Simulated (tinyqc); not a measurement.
Avalanche multiplication and breakdown of a junction from ionisation integrals: one step, computed by the program tinyqc.

Ionisation coefficients follow the local field. Position x runs through the depletion layer from the p side (x = 0), where electrons enter, to the n side (x = w), where holes enter. The built-in voltage is neglected.

Task: Coefficients at the critical field. alpha_n = a_n exp(-(b_n/F)^c), alpha_p = a_p exp(-(b_p/F)^c).

Inputs (values chosen for the exercise, modelled on InP):
```
quantity                   value  unit
electron prefactor a_n  5.35e+06  1/cm
electron field b_n      3.05e+06  V/cm
hole prefactor a_p       2.1e+06  1/cm
hole field b_p          2.37e+06  V/cm
exponent c                     1     -
```

Junction: punch-through p+ n- n+.

critical field F_m = 0.5352556 MV/cm

Give: alpha_n; alpha_p; ratio k = alpha_p/alpha_n; shorter ionisation length.

Result:

alpha_n = 17933 1/cm

alpha_p = 25076 1/cm

ratio k = alpha_p/alpha_n = 1.398

shorter ionisation length = 0.3988 micrometre

Holes ionise more readily at the peak field.
